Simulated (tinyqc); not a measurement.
Comparisons within one model: density of states of one tight-binding band on the triangular lattice. A value that a table varies takes the place of the one given here.

E(k) = -2 t (cos 2 pi k1 + cos 2 pi k2 + cos 2 pi (k1 + k2)); k in fractions of the reciprocal vectors, mesh k_i = j/N with j = 0 .. N-1. Densities are per cell and per spin, so the band holds one state.

Each cell of the mesh is cut along (i+1, j)-(i, j+1) into two triangles. For corner energies e1 <= e2 <= e3 and eij = ei - ej, the share of the triangle below E is n = (E - e1)^2/(e21 e31) for e1 < E < e2 and n = 1 - (e3 - E)^2/(e31 e32) for e2 < E < e3; its density of states is g = dn/dE.

Gaussian broadening: g(E) = mean over the mesh of exp(-(E - E_k)^2/(2 sigma^2))/(sigma sqrt(2 pi)), n(E) = mean of erfc((E_k - E)/(sigma sqrt 2))/2.

Parameters, chosen for this exercise: t = 1.34 eV (nearest hopping); N2 = 24 (mesh points along each axis in this comparison); sigma = 0.134 eV (Gaussian width); E = -0.13 eV (energy at which the density is wanted).

## Three ways to the same curve

N = N2 here; the reference is the linear method with N = 240.

g(E) (1/eV):

| E (eV) | reference | linear triangles | Gaussian, sigma | Gaussian, sigma/4 | reference n(E) |
|---|---|---|---|---|---|
| -6.943 | 0.037 | 0.038 | 0.037 | 0.000 | 0.039 |
| -5.847 | 0.040 | 0.040 | 0.080 | 0.195 | 0.081 |
| -4.750 | 0.044 | 0.044 | 0.070 | 0.000 | 0.127 |
| -3.654 | 0.048 | 0.048 | 0.082 | 0.243 | 0.177 |
| -2.557 | 0.054 | 0.054 | 0.095 | 0.223 | 0.233 |
| -1.461 | 0.062 | 0.062 | 0.053 | 0.000 | 0.296 |
| -0.365 | 0.074 | 0.074 | 0.040 | 0.000 | 0.371 |
| 0.732 | 0.094 | 0.093 | 0.073 | 0.009 | 0.462 |
| 1.828 | 0.137 | 0.134 | 0.159 | 0.034 | 0.584 |
| 2.924 | 0.221 | 0.218 | 0.168 | 0.023 | 0.817 |

What can be read from the table?

Root-mean-square errors against the reference: 0.0013 for linear triangles, 0.0319 for sigma and 0.1265 for sigma/4. The narrow Gaussian is worse than the wide one, because it resolves the separate mesh levels. The reference is highest at 2.924 eV of the energies listed, and half filling lies between 0.732 and 1.828 eV.

## Convergence with the mesh

At the energy E; the plain count is the share of mesh points below E; the reference is the linear method with N = 240.

Results:

| N | points | g linear | n linear | g Gaussian | n Gaussian | n plain count |
|---|---|---|---|---|---|---|
| 4 | 16 | 0.1032 | 0.4083 | 0.0000 | 0.4375 | 0.4375 |
| 6 | 36 | 0.0934 | 0.3858 | 0.3099 | 0.3888 | 0.3611 |
| 8 | 64 | 0.0734 | 0.3848 | 0.3487 | 0.3280 | 0.2969 |
| 12 | 144 | 0.0805 | 0.3890 | 0.0775 | 0.3889 | 0.3819 |
| 16 | 256 | 0.0762 | 0.3878 | 0.1557 | 0.3768 | 0.3789 |
| 24 | 576 | 0.0774 | 0.3882 | 0.1212 | 0.3825 | 0.3872 |
| 48 | 2304 | 0.0775 | 0.3884 | 0.0884 | 0.3881 | 0.3911 |

reference n and g: 0.3884  0.0775

What can be read from the table?

The linear n(E) stays within 0.002 of the reference from N = 12 on. The Gaussian g still moves by more than 1 % between the last two meshes. At the last mesh it lies +0.011 1/eV from the reference g and the linear g 0.000. The plain count errs by +0.0026 at the last mesh.

## Critical points

The gradient vanishes at these points by symmetry; the signs of the eigenvalues of the second-derivative matrix give the type.

Critical points:

| point | k | E (eV) | positive | negative | type |
|---|---|---|---|---|---|
| Gamma | (0, 0) | -8.0400 | 2 | 0 | minimum |
| M | (0.5, 0) | 2.6800 | 1 | 1 | saddle |
| K | (0.3333, 0.3333) | 4.0200 | 0 | 2 | maximum |

What can be read from the table?

Gamma is a minimum at -8.040 eV: g has a step there. M is a saddle at 2.680 eV: g diverges logarithmically there. K is a maximum at 4.020 eV: g has a step there.

## What moves the count of states

Linear method and Gaussian sum with N = 48. Each row changes one parameter from the base and keeps the others.

Results:

| case | n linear | g linear (1/eV) | n Gaussian | g Gaussian (1/eV) |
|---|---|---|---|---|
| base | 0.3884 | 0.0775 | 0.3881 | 0.0884 |
| t = 1.474 eV | 0.3893 | 0.0707 | 0.3890 | 0.0832 |
| E = 0.004 eV | 0.3989 | 0.0800 | 0.4000 | 0.0863 |
| sigma = 0.268 eV | 0.3884 | 0.0775 | 0.3889 | 0.0782 |

What does this show?

The largest shifts from the base row, up to three for each result and ties (the steps differ in size, so this ranks the rows, not the parameters). n linear: E +0.0106, t +0.0009; unchanged at the printed digits by sigma. g linear (1/eV): t -0.0068, E +0.0025; unchanged at the printed digits by sigma. n Gaussian: E +0.0120, t +0.0010, sigma +0.0009. g Gaussian (1/eV): sigma -0.0103, t -0.0052, E -0.0021.

(tinyqc, `OMP_NUM_THREADS=1 python tinyqc.py 1651090 1651091 out.jsonl`, Intel(R) Xeon(R) Processor @ 2.30GHz, 1 thread, shared host, about 0.09 s.)
